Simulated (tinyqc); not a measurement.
Changing the enthalpy of transfer from melt to solid H: solid solubility of a dopant against its melt (retrograde solidus), clustering and the electrically active fraction. Computed by tinyqc, a small Python program. Command: `OMP_NUM_THREADS=1 python tinyqc.py 3003413 3003414 out.jsonl retro sweep`. One thread of a shared host (Intel(R) Xeon(R) Processor @ 2.30GHz), about 0.01 s of CPU time with the checks.

Inputs (values chosen for the exercise, of the order of those of gold in silicon for the solubility):
```
quantity                         value    unit
melting point of the host T_m     1687       K
heat of melting of the host H_f   50.2  kJ/mol
interaction L of the melt          -17  kJ/mol
entropy of transfer S                3     k_B
site density N0                  5e+22  1/cm^3
temperature T                     1470       K
```

Constants: R = 8.314462618 J/(mol K); k_B = 8.617333262e-05 eV/K; e = 1.602176634e-19 C; N_A = 6.02214076e+23 1/mol.

Method. x_l and x_s are atom fractions of the dopant in melt and solid; the solid is dilute. Liquidus of the host: R T ln(1 - x_l) + L x_l^2 = -H_f (1 - T/T_m). Distribution: k = x_s/x_l = exp[L (1 - x_l)^2/(R T)] exp(S/k_B - H/(k_B T)), the first factor being the activity coefficient in the melt. Solubility = x_s N0; at T_m x_l = 0. The largest x_s N0 between 900 K and T_m. For an ideal melt with constant heats the maximum has x_l = H_f/(H + H_f), H in the same units.

One run for each value; columns: (1) enthalpy of transfer from melt to solid H (eV); (2) temperature of the maximum (K); (3) largest solubility (1/cm^3); (4) k at the melting point; (5) x_l there:
```
(1)      (2)         (3)         (4)      (5)
0.89  1451.6  1.5087e+20  1.3113e-02  0.34085
1.17  1498.7  1.6712e+19  1.9109e-03  0.28650
1.45  1530.5  1.9584e+18  2.7846e-04  0.24742
1.73  1553.2  2.3823e+17  4.0577e-05  0.21787
2.01  1570.3  2.9763e+16  5.9130e-06  0.19471
2.29  1583.6  3.7929e+15  8.6165e-07  0.17604
2.57  1594.2  4.9087e+14  1.2556e-07  0.16067
2.85  1602.9  6.4311e+13  1.8297e-08  0.14779
```

Over the rows, temperature of the maximum (K) rises from 1450 to 1600 (exponent d ln y / d ln x 0.12 between the first rows and 0.052 between the last); largest solubility (1/cm^3) falls from 1.51e20 to 6.43e13 (exponent d ln y / d ln x -8.0 between the first rows and -20 between the last); k at the melting point falls from 0.0131 to 1.83e-8 (exponent d ln y / d ln x -7.0 between the first rows and -19 between the last). The larger H, the smaller k and the nearer to T_m the maximum: fast-falling solubility peaks early.

Extremes, crossings and ranges named in words are read from the listed rows.
